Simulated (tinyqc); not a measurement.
Comparisons within one model: thresholds of impact ionisation and Auger recombination from band masses. A value that a table varies takes the place of the one given here.

Parabolic bands, no phonon. At threshold the three slow carriers share one velocity. With M their total mass and m4 the mass of the fast carrier, the fast carrier has the kinetic energy E_T = G M/(M - m4) and the slow ones together E_a = G m4/(M - m4), the activation energy of the Auger rate. CCCH (fast electron): G = Eg, M = 2 me + mh, m4 = me. CHHS (hole into the split-off band): G = Eg - Dso, M = 2 mh + me, m4 = ms; this form holds for Eg > Dso (below, the process needs about Dso - Eg and is marked by a dash). CHHL (hole into the light band): G = Eg, M = 2 mh + me, m4 = ml. CHHH (fast heavy hole): G = Eg, M = 2 mh + me, m4 = mh.

Non-parabolic fast electron: E (1 + alpha E) = c k^2/me with alpha = (1 - me)^2/Eg; the slow carriers stay parabolic, so E_T = Eg + me E_T (1 + alpha E_T)/M, M = 2 me + mh (the root between Eg and 1.9 Eg).

Constants: kB = 8.617333262e-05 eV/K; hc = 1239.841984 eV nm.

Inputs chosen for the exercise (near those of GaSb, gap at low temperature and not tied to T; the results hold for these values, not for the real material):
- Eg = 0.821 eV (gap at Gamma to the s-like level)
- Dso = 0.782 eV (spin-orbit splitting)
- me = 0.038 m0 (electron mass at Gamma)
- mh = 0.35 m0 (heavy-hole mass)
- ms = 0.129 m0 (split-off mass)
- ml = 0.0439 m0 (light-hole mass)
- T = 400 K (temperature)

## The gap of an alloy series

Eg is varied with me and ml proportional to it; mh, ms and Dso are kept. E_a of three processes; wavelength hc/Eg.

Results:

| Eg (eV) | wavelength (micrometre) | me | CCCH (meV) | CCCH non-parabolic (meV) | CHHS (meV) | CHHL (meV) | log10 exp(-E_a/kT), non-parabolic |
|---|---|---|---|---|---|---|---|
| 0.246 | 5.04 | 0.0114 | 7.8 | 16.4 | - | 4.6 | -0.21 |
| 0.410 | 3.02 | 0.0190 | 21.1 | 46.2 | - | 12.9 | -0.58 |
| 0.616 | 2.01 | 0.0285 | 46.4 | 106.7 | - | 29.2 | -1.34 |
| 0.821 | 1.51 | 0.0380 | 80.4 | 194.2 | 8.3 | 51.9 | -2.45 |
| 1.026 | 1.21 | 0.0475 | 122.6 | 311.6 | 50.9 | 81.3 | -3.93 |
| 1.314 | 0.94 | 0.0608 | 194.5 | 533.9 | 108.6 | 133.7 | -6.73 |
| 1.642 | 0.76 | 0.0760 | 292.9 | 885.6 | 171.5 | 209.5 | -11.16 |

E_a of CCCH goes nearly as Eg^2 (power 1.91 over the table), as both G and me grow; the non-parabolic value goes with the power 2.10, and its Boltzmann factor spans 11.0 decades; rows with E_a far above kT are formal, since phonon-assisted processes and side valleys rule there. CHHS is resonant at Eg = Dso = 0.782 eV, with no activation, and is the easiest process near there; it has the lowest E_a of the parabolic values for Eg = 0.821, 1.026, 1.314 and 1.642 eV.

## The mass ratio

mu = me/mh is varied; thresholds in units of Eg for ionisation started by an electron, (1 + 2 mu)/(1 + mu), and by a heavy hole, (2 + mu)/(1 + mu).

Results:

| mu | electron (Eg) | hole (Eg) | electron (eV) | hole (eV) |
|---|---|---|---|---|
| 0.109 | 1.0983 | 1.9017 | 0.902 | 1.561 |
| 0.110 | 1.0991 | 1.9009 | 0.902 | 1.561 |
| 0.900 | 1.4737 | 1.5263 | 1.210 | 1.253 |
| 1.000 | 1.5000 | 1.5000 | 1.232 | 1.232 |
| 1.300 | 1.5652 | 1.4348 | 1.285 | 1.178 |
| 2.900 | 1.7436 | 1.2564 | 1.431 | 1.032 |

The two thresholds add up to 3 Eg in every row and are equal, 3/2 Eg, at mu = 1. The lighter carrier has the lower threshold; in the first row the two differ by 0.660 eV, which would favour one carrier in avalanche multiplication. Real ionisation rates depend on the whole band structure and can be nearly equal although the edge masses differ.

## What each parameter does

Activation energies. Each row changes one parameter from the base and keeps the others.

Results:

| case | CCCH (meV) | CCCH non-parabolic (meV) | CHHL (meV) |
|---|---|---|---|
| base | 80.41 | 194.18 | 51.93 |
| Eg = 0.7389 eV | 72.37 | 174.76 | 46.73 |
| Dso = 0.8602 eV | 80.41 | 194.18 | 51.93 |
| me = 0.0342 m0 | 73.08 | 173.01 | 52.21 |
| mh = 0.385 m0 | 73.75 | 174.01 | 47.17 |
| ms = 0.1161 m0 | 80.41 | 194.18 | 51.93 |
| ml = 0.0483 m0 | 80.41 | 194.18 | 57.49 |

The largest shifts from the base row, up to three for each result and ties (the steps differ in size, so this ranks the rows, not the parameters). CCCH (meV): Eg -8.04, me -7.32, mh -6.65; unchanged at the printed digits by Dso, ms and ml. CCCH non-parabolic (meV): me -21.17, mh -20.17, Eg -19.42; unchanged at the printed digits by Dso, ms and ml. CHHL (meV): ml +5.57, Eg -5.19, mh -4.76; unchanged at the printed digits by Dso and ms.

Computed by tinyqc, a small Python program: `OMP_NUM_THREADS=1 python tinyqc.py 1880457 1880458 out.jsonl` (the numbers bound the seed that draws the inputs); one thread of a shared host (Intel(R) Xeon(R) Processor @ 2.30GHz), about 0.01 s for the whole set of steps.
